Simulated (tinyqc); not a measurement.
Changing the pump speed S: gas flow in a process chamber: flow regimes, conductance, effective pumping speed, pump-down, outgassing and purge. Computed by tinyqc, a small Python program. Command: `OMP_NUM_THREADS=1 python tinyqc.py 3121055 3121056 out.jsonl pump sweep`. One thread of a shared host (Intel(R) Xeon(R) Processor @ 2.30GHz), about 0.01 s of CPU time with the checks.

Ideal gas, isothermal flow, a pump of constant speed at the end of a round pipe; process gas, volume gas and outgassing are given the same properties. 1 sccm = 101325 Pa x 1e-6 m^3/60 s x T/273.15 K.

Inputs (values chosen for the exercise, modelled on nitrogen near room temperature): molar mass M = 28.01 g/mol; molecular diameter = 0.37 nm; viscosity eta = 17.8 micropascal s; temperature T = 350 K; chamber volume V = 17 L; wall area = 0.62 m^2; pipe diameter d = 25 cm; pipe length l = 360 cm; process gas flow = 27 sccm; outgassing rate after 1 h = 7.2e-07 Pa m^3/(s m^2); outgassing exponent n = 0.94; target base pressure = 7e-06 Pa.

Constants: k_B = 1.380649e-23 J/K; u = 1.6605390666e-27 kg.

Method:
- Mean speed c = sqrt(8 k_B T/(pi m)); aperture conductance C_a = c pi d^2/16; molecular pipe C_m = C_a/(1 + 3 l/(4 d)) (Dushman form); viscous pipe C_v = pi d^4 p_mean/(128 eta l); Knudsen interpolation C = C_v + C_m (1 + x)/(1 + 1.24 x), x = d p_mean sqrt(m/(k_B T))/eta.
- Effective speed 1/S_eff = 1/S + 1/C_m; time constant V/S_eff; pressure at which the free path k_B T/(sqrt2 pi d_m^2 p) equals d.
- Steady flow: the pump inlet is at p_2 = Q/S, and the chamber pressure p_1 solves Q = C((p_1 + p_2)/2) (p_1 - p_2). Residence time = p_1 V/Q.
- Knudsen number = free path at the mean pressure over d.
- From the outgassing limit: t = 1 h x (q_1 A/(S_eff p_target))^(1/n) - 10 s; monolayer time at the target = 1e19 m^-2 x 4 k_B T/(p c) for unit sticking.

One run for each value:
```
pump speed S (L/s)  S_eff in molecular flow (L/s)  chamber pressure p_1 (Pa)  time to the target (h)
5                                             5.0                      11.69                   15.15
13                                           12.7                       4.50                    5.57
36                                           33.7                       1.64                    1.97
97                                           82.1                       0.65                    0.76
260                                         175.0                       0.30                    0.34
690                                         301.3                       0.18                    0.19
1900                                        417.4                       0.13                    0.13
5000                                        483.2                       0.12                    0.11
```

What does the table show, and why?

Over the rows, S_eff in molecular flow (L/s) rises from 4.95 to 483 (exponent d ln y / d ln x 0.98 between the first rows and 0.15 between the last); chamber pressure p_1 (Pa) falls from 11.7 to 0.118 (exponent d ln y / d ln x -1.00 between the first rows and -0.12 between the last); time to the target (h) falls from 15.2 to 0.113 (exponent d ln y / d ln x -1.0 between the first rows and -0.16 between the last). At the low end the exponent of S_eff in molecular flow is 0.98, close to 1: the pump limits.
